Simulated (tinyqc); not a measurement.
Correction of a charged-defect supercell by a model charge and potential alignment (plane-averaged potentials). Changing the width sigma_m of the model charge. Computed by tinyqc, a small Python program. Command: `OMP_NUM_THREADS=1 python tinyqc.py 3111929 3111930 out.jsonl align sweep`. One thread of a shared host (Intel(R) Xeon(R) Processor @ 2.30GHz), about 0.02 s of CPU time with the checks.

The "true" defect charge is (1 - x) q in a Gaussian of width sigma plus x q in one of width sigma_t, so the exact answer is known; the correction sees only a single model Gaussian of width sigma_m. A Gaussian of width s has the transform rho(G) = exp(-G^2 s^2/2), normalised to 1. A uniform background cancels q, so G = 0 is left out. Potentials are those felt by a unit positive charge. E_0 is the formation energy of the isolated defect, E_cell its value in the supercell, E_lat = E_iso - E_per of the model charge, C the true less the model potential far from the defect; the exact correction is E_0 - E_cell, and the error of a scheme is E_cell plus its correction less E_0.

Inputs (values chosen for the exercise, with screening close to that of GaAs):
```
quantity                                     value      unit
defect charge q                                 -2         e
dielectric constant eps                       13.3         -
edge of the cubic cell L                      9.63  angstrom
width sigma of the true defect charge         0.86  angstrom
share x of the charge in a wide tail             0         -
width sigma_t of the tail                      1.5  angstrom
formation energy of the isolated defect E_0   4.31        eV
```

Constants: e^2/(4 pi eps_0) = 14.39964548 eV angstrom.

Method:
- Periodic energy E_per = (2 pi q^2/(eps L^3)) (e^2/(4 pi eps_0)) sum_(G != 0) rho(G)^2/G^2, G = (2 pi/L)(n1, n2, n3), |n_i| <= 16. Isolated energy: two Gaussians of charges q_a, q_b and widths a, b interact by q_a q_b (e^2/(4 pi eps_0 eps)) sqrt(2/pi)/sqrt(a^2 + b^2), and the self-energy is half the sum over pairs.
- Supercell value E_cell = E_0 + E_per - E_iso for the true charge.
- E_lat = E_iso - E_per for the model charge; point-charge value alpha q^2 e^2/(4 pi eps_0 eps 2 L) with alpha = 2.837297.
- Plane-averaged potential at distance z from the defect: V(z) = (4 pi q/(eps L^3)) (e^2/(4 pi eps_0 e)) sum_(m != 0) rho(G_m) cos(G_m z)/G_m^2, G_m = 2 pi m/L, |m| <= 40.
- C = difference at z = L/2; E_corr = E_cell + E_lat - q C. For charges that have died out at L/2, C = (2 pi q/(eps L^3)) (e^2/(4 pi eps_0 e)) (<s^2> - sigma_m^2), <s^2> = (1 - x) sigma^2 + x sigma_t^2.

One run for each value; columns: (1) width sigma_m of the model charge (angstrom); (2) E_lat (eV); (3) alignment C (V); (4) error without alignment (meV); (5) error with alignment (rounded to 1e-4 meV) (meV):
```
(1)       (2)         (3)      (4)      (5)
0.48  0.63096  -0.0077575   15.515   0.0000
0.57  0.62808  -0.0063178   12.636   0.0000
0.66  0.62471  -0.0046313    9.263   0.0000
0.75  0.62084  -0.0026980    5.396   0.0000
0.85  0.61597  -0.0002605    0.521   0.0000
0.94  0.61106   0.0021938   -4.388   0.0000
1.00  0.60751   0.0039670   -7.934  -0.0002
1.10  0.60111   0.0071655  -14.333  -0.0016
```

Describe and explain the trends.

Over the rows, E_lat (eV) falls from 0.631 to 0.601 (exponent d ln y / d ln x -0.027 between the first rows and -0.11 between the last); alignment C (V) rises from -0.00776 to 0.00717; error without alignment (meV) falls from 15.5 to -14.3. E_lat and q C each change with the model width, by 30 and 30 meV over the rows, while the aligned error changes by 0.0 meV.
